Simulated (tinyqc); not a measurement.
Worked calculation: plane-wave Kohn-Sham cycle with exchange-only LDA in a layered model solid. One step of it, computed by the program tinyqc.

Task: Iteration 2: Hamiltonian at one k. H(m,m') = (k + G_m)^2/2 delta + V(G_m - G_m'), with V(-G) = V(G).

A solid whose potential varies along x alone (atomic units):
```
parameter,value
period a,10.300000
cross-section of the cell,38.000000
electrons per cell,2
grid points,16
"plane waves -n..n, n",2
k points,4
V1 in V1 cos(2 pi x/a),-0.620000
V2 in V2 cos(4 pi x/a),-0.020000
```

V(G_m), m = 0, 1, 2, ... (hartree): -0.169507  -0.305069  -0.010394  -0.000354  -0.000038

k = 0.125000 2 pi / a

Give: H.

Result:

H (hartree):
```
,-2,-1,+0,+1,+2
-2,0.4846,-0.3051,-0.0104,-0.0004,0.0000
-1,-0.3051,-0.0271,-0.3051,-0.0104,-0.0004
+0,-0.0104,-0.3051,-0.1666,-0.3051,-0.0104
+1,-0.0004,-0.0104,-0.3051,0.0660,-0.3051
+2,0.0000,-0.0004,-0.0104,-0.3051,0.6707
```
